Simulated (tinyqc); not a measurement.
MP2 on RHF in the sto-6g basis, for H6, spin multiplicity 1, step by step. One step of it, computed by the program tinyqc.

Task: Iteration 8 (converged): orbitals. Diagonalise F' = X^T F X, C = X C', fill 3 alpha and 3 beta electrons from the bottom; D = 2 C_occ C_occ^T. Each column has its largest component positive (the first on a tie).

converged F (hartree), lower triangle:
```
           1H 1s      2H 1s      3H 1s      4H 1s      5H 1s      6H 1s
1H 1s  -0.370828
2H 1s  -0.605688  -0.448049
3H 1s  -0.198908  -0.392723  -0.458622
4H 1s  -0.047983  -0.199945  -0.622530  -0.458622
5H 1s  -0.006042  -0.035718  -0.199945  -0.392723  -0.448049
6H 1s  -0.006049  -0.006042  -0.047983  -0.198908  -0.605688  -0.370828
```

X:
```
               1          2          3          4          5         6
1H 1s   0.562653  -0.825489   0.691721   0.446911   0.370775  0.193339
2H 1s  -0.939125   1.003644  -0.478630   0.223790   0.379175  0.267504
3H 1s   1.284297  -0.327756  -0.653037  -0.440312   0.114830  0.332196
4H 1s  -1.284297  -0.327756   0.653037  -0.440312  -0.114830  0.332196
5H 1s   0.939125   1.003644   0.478630   0.223790  -0.379175  0.267504
6H 1s  -0.562653  -0.825489  -0.691721   0.446911  -0.370775  0.193339
```

Give: F' = X^T F X; orbital energies; coefficients C; D after iteration 8.

Result:

F' = X^T F X (hartree), lower triangle:
```
        1        2       3        4        5        6
1  1.3437
2  0.0000   0.8194
3  0.0158   0.0000  0.4276
4  0.0000  -0.0704  0.0000  -0.4350
5  0.0421   0.0000  0.0020   0.0000  -0.6110
6  0.0000   0.0042  0.0000   0.0143   0.0000  -0.7367
```

orbital energies (hartree): MO1 -0.7374, MO2 -0.6119, MO3 -0.4383, MO4 0.4273, MO5 0.8233, MO6 1.3448

coefficients C:
```
          MO1      MO2      MO3      MO4      MO5      MO6
1H 1s  0.1756   0.3575  -0.4091   0.6824  -0.8487   0.5824
2H 1s  0.2515   0.4001  -0.2920  -0.4619   0.9901  -0.9389
3H 1s  0.3546   0.0882   0.4413  -0.6750  -0.3019   1.2750
4H 1s  0.3546  -0.0882   0.4413   0.6750  -0.3019  -1.2750
5H 1s  0.2515  -0.4001  -0.2920   0.4619   0.9901   0.9389
6H 1s  0.1756  -0.3575  -0.4091  -0.6824  -0.8487  -0.5824
```

D after iteration 8, lower triangle:
```
         1H 1s    2H 1s    3H 1s    4H 1s   5H 1s   6H 1s
1H 1s   0.6519
2H 1s   0.6133   0.6172
3H 1s  -0.1735  -0.0087   0.6565
4H 1s  -0.2996  -0.1499   0.6254   0.6565
5H 1s   0.0412  -0.0230  -0.1499  -0.0087  0.6172
6H 1s   0.1408   0.0412  -0.2996  -0.1735  0.6133  0.6519
```
